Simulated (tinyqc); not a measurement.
Potential-pH (Pourbaix) lines of a metal, its cation, its oxide and an oxyanion, with a complexing ligand: one step, computed by the program tinyqc. Command: `OMP_NUM_THREADS=1 python tinyqc.py 3028824 3028825 out.jsonl pourb walk`. One thread of a shared host (Intel(R) Xeon(R) Processor @ 2.30GHz), about 0.02 s of CPU time with the checks.

Potentials are against the standard hydrogen electrode; solids and water have unit activity; dG_f of M, H+ and the electron is zero; F = e N_A and s = R T ln(10)/F. The cation carries z = 2.

Question. Standard potentials. M2+ + 2e = M; MO + 2H+ + 2e = M + H2O; MO2(2-) + 4H+ + 2e = M + 2H2O. For each, E0 = -dG/(z F), and E = E0 + (s/z) log10 a - (s n_H/z) pH, with no activity term for the oxide.

Inputs (values chosen for the exercise, modelled on tin):

| quantity | value | unit |
|---|---|---|
| dG_f of the cation | -27 | kJ/mol |
| dG_f of the oxide | -251.58 | kJ/mol |
| dG_f of the oxyanion | -311.74 | kJ/mol |
| dG_f of water | -237.14 | kJ/mol |
| temperature T | 298.15 | K |

Species: M, M2+, MO, MO2(2-).

Constants: R = 8.314462618 J/(mol K); e = 1.602176634e-19 C; N_A = 6.02214076e+23 1/mol.

Give: s; E0.

Answer.

s = 0.05916 V

E0 (V): cation -0.1399, oxide -0.0748, oxyanion 0.8423

The metal is less noble than hydrogen.
